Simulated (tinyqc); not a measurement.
Bias dependence of the times: oxide trap near a transistor channel: two-state multiphonon kinetics, telegraph noise and bias instability. Computed by tinyqc, a small Python program. Command: `OMP_NUM_THREADS=1 python tinyqc.py 3000804 3000805 out.jsonl oxidetrap walk`. One thread of a shared host (Intel(R) Xeon(R) Processor @ 2.30GHz), about 0.01 s of CPU time with the checks.

An n-channel device under positive gate bias. The trap is empty (state 1) or holds an electron (state 2); both states are parabolas of equal curvature, and the electron reservoir is taken at the Fermi level of the channel.

Inputs (values chosen for the exercise, with an insulator like SiO2 on silicon):
```
quantity                                value   unit
insulator constant eps_ox                3.83      -
trap depth x from the interface             1     nm
tunnel barrier phi_b                     3.16     eV
tunnelling mass m_ox                     0.41    m_0
trap level above E_F at zero field E_t   0.73     eV
relaxation energy E_R                     1.3     eV
oxide field F                             6.8  MV/cm
attempt rate k_0 at the interface       5e+12    1/s
temperature T                             350      K
```

Parts treated: one trap.

Constants: hbar^2/(2 m_0) = 3.80998212 eV angstrom^2; k_B = 8.617333262e-05 eV/K.

Method. kappa = sqrt(2 m_ox phi_b)/hbar = sqrt(m_ox phi_b/(hbar^2/2m_0)); attenuation length lambda = 1/(2 kappa); factor exp(-x/lambda) for a rectangular barrier. E_21 = E_t - e F x is the energy of state 2 over state 1; barriers E_c = (E_R + E_21)^2/(4 E_R), E_e = E_c - E_21; tau_c = exp(E_c/k_B T)/(k_0 P), tau_e = exp(E_e/k_B T)/(k_0 P), P the tunnelling factor; occupation f_2 = tau_e/(tau_c + tau_e); 1/tau_0 = 1/tau_c + 1/tau_e.

tunnelling factor = 8.60789e-06

Against field:
```
F (MV/cm)  E_21 (eV)   tau_c (s)   tau_e (s)         f_2
0.00           0.730  5.9890e+03  1.8442e-07  3.0794e-11
2.04           0.526  3.9729e+01  1.0594e-06  2.6664e-08
4.08           0.322  4.4806e-01  1.0345e-05  2.3088e-05
5.44           0.186  3.0260e-02  6.3473e-05  2.0932e-03
6.80           0.050  2.5872e-03  4.9302e-04  1.6006e-01
8.16          -0.086  2.8005e-04  4.8482e-03  9.4539e-01
10.20         -0.290  1.5520e-05  2.3266e-01  9.9993e-01
```

ln(tau_c/tau_e) falls by e x/k_B T = 3.316 per MV/cm, which measures the depth x if the change of surface potential with bias is left aside. Over these rows tau_c shortens by 8.59 decades and tau_e lengthens by 6.10; the shares differ because E_21 is not small against E_R. The times cross at F = E_t/(e x) = 7.30 MV/cm. Caution: a field 1.5 times as high comes near the usual breakdown field of such an insulator.

Extremes, crossings and ranges named in words are read from the listed rows.
